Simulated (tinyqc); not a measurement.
Space-charge-limited current with shallow traps: effect of the thickness.

One carrier type, drift only, an injecting contact at x = 0 (zero field) and thickness L. The share th = y/(1 + y), y = (Nc/Nt) exp(-Et/kB T), of the injected charge is free: J = q mu n F, eps0 eps_r dF/dx = q (n - n0)/th.

Ohmic J = q n0 mu V/L; Mott-Gurney J = (9/8) th eps0 eps_r mu V^2/L^3; they cross at Vx = 8 q n0 L^2/(9 th eps0 eps_r); traps fill at V_TFL = q Nt L^2/(2 eps0 eps_r). Exact: with u = n0/n(L), w = -u - ln(1 - u) and v = -u - u^2/2 - ln(1 - u), V = (q n0 L^2/(th eps0 eps_r)) v/w^2 and J = q^2 n0^2 mu L/(th eps0 eps_r w).

Inputs (values chosen for the exercise): temperature T = 300 K; relative permittivity eps_r = 7.2; mobility mu = 0.025 cm^2/(V s); band density of states Nc = 6e20 cm^-3; trap density Nt = 3.4e17 cm^-3; trap depth Et = 0.24 eV; free carrier density in equilibrium n0 = 8.6e14 cm^-3; voltage V = 5.9 V.

Constants: q = 1.602176634e-19 C, kB = 1.380649e-23 J/K, Vt = kB T/q, eps0 = 8.8541878128e-14 F/cm where lengths are in cm. Results are converted to the units shown.

Effect of the thickness:

| L (nm) | J (A/cm^2) | ohmic (A/cm^2) | Mott-Gurney (A/cm^2) | d ln J/d ln V |
|---|---|---|---|---|
| 54 | 561.3 | 3.764 | 558.5 | 1.995 |
| 87 | 135.3 | 2.336 | 133.5 | 1.987 |
| 140 | 33.14 | 1.452 | 32.05 | 1.967 |
| 220 | 8.958 | 0.9238 | 8.259 | 1.921 |
| 360 | 2.319 | 0.5645 | 1.885 | 1.809 |
| 580 | 0.7291 | 0.3504 | 0.4507 | 1.600 |
| 930 | 0.2938 | 0.2185 | 0.1093 | 1.323 |

What does the table show?

J falls from 561 to 0.294 A/cm^2, as L^(-2.98) between the first two rows and L^(-1.93) between the last two (space charge -3, ohmic -1). The thickness law marks a bulk-limited current; an electrode-limited one depends on V/L alone. For L = 54, 87, 140 V exceeds half of V_TFL, which goes as L^2, so trap filling, left out here, would raise the current.

Range of the model: Diffusion and a field-dependent mobility are left out. With injecting contacts the diffusion current, about 4 pi^2 Vt th eps0 eps_r mu V/L^3, equals the Mott-Gurney current at V = 35 kB T/q (0.9 V at 300 K), so the drift-only result needs V well above that.

Numbers from tinyqc (`OMP_NUM_THREADS=1 python tinyqc.py 2370109 2370110 out.jsonl`; about 0.01 s on one thread of a shared Intel Xeon 2.30GHz).
